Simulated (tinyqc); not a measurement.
## Off-state leakage of single and stacked transistors: subthreshold current against the height of the stack

n-channel devices of unit width. Subthreshold current I(Vg, Vs, Vd) = I0 (T/300 K)^0.5 exp[(Vg - Vs - VT(T) - gb (Vs - Vb) + dd (Vd - Vs))/(nf Vt)] (1 - exp(-(Vd - Vs)/Vt)), VT(T) = VT - cT (T - 300 K). Gate-edge tunnelling Ig (Vd/1 V) exp(ag (Vd - 1 V)), for a gate at 0 V, and band-to-band leakage Ab u exp(-Bb/u), u = Vd - Vb + 1 V, flow at a drain held at V; both are taken as independent of T. In a stack of off transistors (all gates at 0 V) the same subthreshold current passes through each.

All n gates at 0 V, bottom source at 0 V, top drain at V; node voltages follow from equal currents.

Parameters, values chosen for the exercise; values of the order met in bulk silicon logic transistors:
```
symbol,value,unit,meaning
T,398,K,temperature
V,0.8,V,supply voltage
VT,0.41,V,"threshold at 300 K, zero drain and body bias"
cT,0.6,mV/K,fall of the threshold with temperature
I0,0.11,uA/um,current at threshold at 300 K
nf,1.34,,slope factor
dd,0.13,,drain-induced lowering per volt
gb,0.09,,rise of the threshold per volt of source-body bias
Vb,0,V,body voltage
```

Constants: q = 1.602176634e-19 C, kB = 1.380649e-23 J/K, Vt = kB T/q. Results are converted to the units shown.

Result of one run:
columns A: I (nA/um); B: reduction factor; C: drain voltage of the bottom device (mV); D: source voltage of the top device (mV); E: voltage across the top device (V)
```
A           B      C  D       E
0.5845  1.000  800.0  0  0.8000
```

Which number of transistors in series n gave this result: 1, 3, 5 or 6?

n = 1.

The whole series:
columns A: n; B: I (nA/um); C: reduction factor; D: drain voltage of the bottom device (mV); E: source voltage of the top device (mV); F: voltage across the top device (V)
```
A        B      C      D      E       F
1   0.5845  1.000  800.0      0  0.8000
2  0.06905  8.465  80.46  80.46  0.7195
3  0.03583  16.31  27.06  105.2  0.6948
4  0.02418  24.17  16.38  120.0  0.6800
5  0.01825  32.02  11.76  130.6  0.6694
6  0.01466  39.87  9.183  138.8  0.6612
```

The second transistor cuts the current by a factor of 8.47, the third by a further 1.93 and the sixth by 1.25. The top device keeps 82.6 % of the supply at n = 6, while the drain voltage of the bottom one falls to 0.268 Vt.

Computed by the program tinyqc: `OMP_NUM_THREADS=1 python tinyqc.py 2242198 2242199 out.jsonl`, one thread of a shared Intel Xeon 2.30GHz, about 0.04 s for the whole run.
